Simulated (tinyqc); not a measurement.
From results back to parameters: shallow donor in effective-mass theory, with valley-orbit splitting. Three cases, with inputs chosen for the exercise.

Problem. Without strain the levels are A1 = E0 - D0 - 4 D1 - D2, T2 = E0 - D0 + D2 and E = E0 - D0 + 2 D1 - D2. They were computed from hidden D0, D1 and D2.

Case 1.

Values chosen (out of a larger set: near those of a group-V donor in Si; not measured data): E0 = -31.2 meV (single-valley level).

A1, T2, E (meV): -42.390  -32.590  -30.270

Case 2.

Values chosen (out of a larger set: near those of a group-V donor in Si; not measured data): E0 = -33 meV (single-valley level).

A1, T2, E (meV): -72.470  -33.930  -31.970

Case 3.

Values chosen (out of a larger set: near those of a group-V donor in Si; not measured data): E0 = -30.2 meV (single-valley level).

A1, T2, E (meV): -51.920  -31.420  -30.200

Find: D1; D2; D0.

Solution. E - A1 = 6 D1, T2 - E = 2 D2 - 2 D1, and the mean (A1 + 3 T2 + 2 E)/6 is E0 - D0.

Case 1.

D1 = 2.02 meV
D2 = 0.86 meV
D0 = 2.25 meV

Case 2.

D1 = 6.75 meV
D2 = 5.77 meV
D0 = 6.70 meV

Case 3.

D1 = 3.62 meV
D2 = 3.01 meV
D0 = 4.23 meV

Computed by tinyqc, one run a case: `OMP_NUM_THREADS=1 python tinyqc.py N N+1 out.jsonl` with N = 1281748, 1281774, 1281790; one thread of a shared Intel(R) Xeon(R) Processor @ 2.30GHz, about 0.01 s a run at most.
